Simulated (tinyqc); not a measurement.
What each parameter does: inversion layer as a triangular well, valleys of the Ge type.

Four ellipsoidal valleys (eight halves) with their long axes along <111>, mass ml along the axis and mt across it. For a valley whose axis makes the angle theta with the surface normal, 1/m_z = cos^2(theta)/ml + sin^2(theta)/mt sets the confinement; in the plane the masses are m_1 = mt and m_2 = ml mt/m_z, and m_d = sqrt(m_1 m_2). The Gamma and Delta valleys are left out; the heavy Delta valleys, about 0.18 eV up, can lie lowest under strong confinement.

The field is taken as constant, e F = 4 pi (e^2/4 pi eps0)(Nd + eta Ns)/eps, with 1e12/cm^2 = 1e-4/angstrom^2, and the oxide as a hard wall at z = 0; c = hbar^2/2m0.

Level j of a valley lies at E_j = a_j (c (e F)^2/m_z)^(1/3) above the band edge at the surface, with the Airy zeros a_j = 2.338107, 4.087949, 5.520560, 6.786708, 7.944134, 9.022651, 10.040174, 11.008524, 11.936016, 12.828777, and has <z> = 2 E_j/(3 e F).

Subband i holds n_i = g m_d/(2 pi c) kB T ln(1 + exp((EF - E_i)/kB T)) (spin included), and EF is fixed by sum n_i = Ns over the levels listed or, where none are listed, over j = 0 to 9 of each group; 1e12/cm^2 = 1e-4/angstrom^2.

Constants: hbar^2/2m0 = 3.80998211 eV angstrom^2; e^2/(4 pi eps0) = 14.39964547 eV angstrom; kB = 8.617333262e-05 eV/K.

Inputs chosen for the exercise (near those of Ge; the results hold for these values, not for the real material):
```
symbol  value  unit         meaning
ml      1.611  m0           longitudinal mass
mt      0.082  m0           transverse mass
eps     16.1                dielectric constant
Nd      0.22   x 1e12/cm^2  depletion charge
eta     0.5                 share of Ns in the effective field
face    100                 surface
Ns      4.6    x 1e12/cm^2  electron sheet density
T       300    K            temperature
```

Field, ladders and EF anew.

Results for these values:
```
case  lowest E (eV)  EF (eV)  share of lowest (%)  <z> (angstrom)
base         0.1482   0.1256                 98.3           35.33
```

What happens to each result for T = 260 K, all else kept?

Answer: lowest E does not change at the printed digits; EF rises from 0.1256 to 0.1327; share of lowest rises from 98.3 to 99.1; <z> falls from 35.33 to 35.12.

The same for each parameter in turn:
```
case                   lowest E (eV)  EF (eV)  share of lowest (%)  <z> (angstrom)
base                          0.1482   0.1256                 98.3           35.33
Ns = 2.3 x 1e12/cm^2          0.0987   0.0544                 93.5           45.01
Nd = 0.44 x 1e12/cm^2         0.1567   0.1342                 98.7           34.27
T = 260 K                     0.1482   0.1327                 99.1           35.12
ml = 1.772 m0                 0.1481   0.1241                 98.4           35.31
mt = 0.09 m0                  0.1438   0.1197                 98.1           34.34
eps = 14.5                    0.1589   0.1365                 98.8           34.01
```

(tinyqc, `OMP_NUM_THREADS=1 python tinyqc.py 1250038 1250039 out.jsonl`, Intel(R) Xeon(R) Processor @ 2.30GHz, 1 thread, shared host, about 0.02 s.)
